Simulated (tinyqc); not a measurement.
Schottky barrier on an n-type semiconductor with a doping step, non-linear Poisson equation by Newton steps: two steps of the calculation.

One dimension, metal at x = 0, donor density C(x) = N1 for x < x1 and Nd beyond. Energies are counted from the electron Fermi level of the semiconductor and the conduction-band edge is Ec = -psi, so n = Nc exp(psi/Vt); holes follow the Fermi level of the metal, at -V, so p = Nv exp((V - psi - Eg)/Vt). Ends: psi(0) = V - phiB and psi = Vt ln(Nd/Nc) deep inside. Boltzmann statistics, full ionisation, no current, no image force in the Poisson equation.

Parameters, values chosen for the exercise; band and dielectric values those of a made-up semiconductor:
```
symbol    value   unit                                      meaning
T           293      K                                  temperature
Eg         1.42     eV                                     band gap
Nc      2.94e19  cm^-3       conduction-band density of states at T
Nv      2.73e19  cm^-3          valence-band density of states at T
V          -1.1      V  bias of the metal against the semiconductor
```

Constants: q = 1.602176634e-19 C, kB = 1.380649e-23 J/K, Vt = kB T/q. Results are converted to the units shown.

Question 1. Densities, residual and Jacobian diagonal. n_i = Nc exp(psi_i/Vt), p_i = Nv exp((V - psi_i - Eg)/Vt), rho_i = p_i - n_i + C_i, g_i = (n_i + p_i)/Vt. Box widths w_i = (h_(i-1) + h_i)/2 in cm. Residual F_i = a_i (psi_(i+1) - psi_i) - a_(i-1) (psi_i - psi_(i-1)) + q rho_i w_i; Jacobian: a_(i-1) and a_i beside the diagonal, b_i = -a_(i-1) - a_i - q g_i w_i on it. The two end nodes are fixed.

| node | x (nm) | psi at the start (V) | donor density C (cm^-3) |
|---|---|---|---|
| 0 | 0 | -1.9400000 | 3.9e16 |
| 1 | 18 | -1.5322152 | 3.9e16 |
| 2 | 39.1 | -1.1206641 | 3.9e16 |
| 3 | 63.7 | -0.7314139 | 3.9e16 |
| 4 | 92.5 | -0.3996020 | 1.3e17 |
| 5 | 126 | -0.1817740 | 1.3e17 |
| 6 | 165 | -0.1368791 | 1.3e17 |
| 7 | 212 | -0.1368791 | 1.3e17 |
| 8 | 265 | -0.1368791 | 1.3e17 |
| 9 | 328 | -0.1368791 | 1.3e17 |
| 10 | 402 | -0.1368791 | 1.3e17 |

| interval | coupling a_i (F/cm^2) |
|---|---|
| 0 | 7.1817301e-7 |
| 1 | 6.1265944e-7 |
| 2 | 5.2549245e-7 |
| 3 | 4.4885813e-7 |
| 4 | 3.8588401e-7 |
| 5 | 3.3146447e-7 |
| 6 | 2.7504498e-7 |
| 7 | 2.4390782e-7 |
| 8 | 2.0519229e-7 |
| 9 | 1.7469073e-7 |

Find: n; p; residual F; diagonal b.

Answer 1.

| node | n (cm^-3) | p (cm^-3) |
|---|---|---|
| 0 | 1.257e-14 | 2.883e9 |
| 1 | 1.298e-7 | 279.0 |
| 2 | 1.557 | 2.327e-5 |
| 3 | 7.719e6 | 4.692e-12 |
| 4 | 3.935e12 | 9.205e-18 |
| 5 | 2.196e16 | 1.649e-21 |
| 6 | 1.300e17 | 2.786e-22 |
| 7 | 1.300e17 | 2.786e-22 |
| 8 | 1.300e17 | 2.786e-22 |
| 9 | 1.300e17 | 2.786e-22 |
| 10 | 1.300e17 | 2.786e-22 |

| node | residual F (1e-8 C/cm^2) | diagonal b (F/cm^2) |
|---|---|---|
| 1 | -2.850 | -1.331e-6 |
| 2 | -3.331 | -1.138e-6 |
| 3 | -3.893 | -9.744e-7 |
| 4 | 0.000 | -8.348e-7 |
| 5 | -0.643 | -1.223e-6 |
| 6 | -1.488 | -4.154e-6 |
| 7 | 0.000 | -4.644e-6 |
| 8 | 0.000 | -5.234e-6 |
| 9 | 0.000 | -6.031e-6 |

Question 2. Newton step. Solve the tridiagonal system a_(i-1) d_(i-1) + b_i d_i + a_i d_(i+1) = -F_i for nodes 1 to 9, with d = 0 on fixed nodes. If the largest |d| exceeds 4 Vt, the whole step is scaled down so that it equals 4 Vt.

| interval | coupling a_i (F/cm^2) |
|---|---|
| 0 | 7.1817301e-7 |
| 1 | 6.1265944e-7 |
| 2 | 5.2549245e-7 |
| 3 | 4.4885813e-7 |
| 4 | 3.8588401e-7 |
| 5 | 3.3146447e-7 |
| 6 | 2.7504498e-7 |
| 7 | 2.4390782e-7 |
| 8 | 2.0519229e-7 |
| 9 | 1.7469073e-7 |

| node | diagonal b (F/cm^2) | residual F (C/cm^2) |
|---|---|---|
| 1 | -1.3308325e-6 | -2.8503523e-8 |
| 2 | -1.1381519e-6 | -3.3314860e-8 |
| 3 | -9.7435058e-7 | -3.8928086e-8 |
| 4 | -8.3481992e-7 | -1.9638984e-12 |
| 5 | -1.2225941e-6 | -6.4295630e-9 |
| 6 | -4.1536769e-6 | -1.4881046e-8 |
| 7 | -4.6435661e-6 | ~0 |
| 8 | -5.2336516e-6 | ~0 |
| 9 | -6.0306033e-6 | ~0 |

| node | psi at the start (V) |
|---|---|
| 0 | -1.9400000 |
| 1 | -1.5322152 |
| 2 | -1.1206641 |
| 3 | -0.7314139 |
| 4 | -0.3996020 |
| 5 | -0.1817740 |
| 6 | -0.1368791 |
| 7 | -0.1368791 |
| 8 | -0.1368791 |
| 9 | -0.1368791 |
| 10 | -0.1368791 |

Give: Newton step d, before damping; psi after iteration 1.

Answer 2.

| node | Newton step d, before damping (V) |
|---|---|
| 1 | -0.0993 |
| 2 | -0.1693 |
| 3 | -0.1874 |
| 4 | -0.1219 |
| 5 | -0.0457 |
| 6 | -0.0073 |
| 7 | -0.0004 |
| 8 | 0.0000 |
| 9 | 0.0000 |

| node | psi after iteration 1 (V) |
|---|---|
| 0 | -1.940 |
| 1 | -1.586 |
| 2 | -1.212 |
| 3 | -0.832 |
| 4 | -0.465 |
| 5 | -0.206 |
| 6 | -0.141 |
| 7 | -0.137 |
| 8 | -0.137 |
| 9 | -0.137 |
| 10 | -0.137 |

Program tinyqc, `OMP_NUM_THREADS=1 python tinyqc.py 2020062 2020063 out.jsonl`; Intel Xeon 2.30GHz, shared host, one thread, about 0.09 s.

~0 in a residual or rate marks an entry under 1e-11 of the largest of its column.
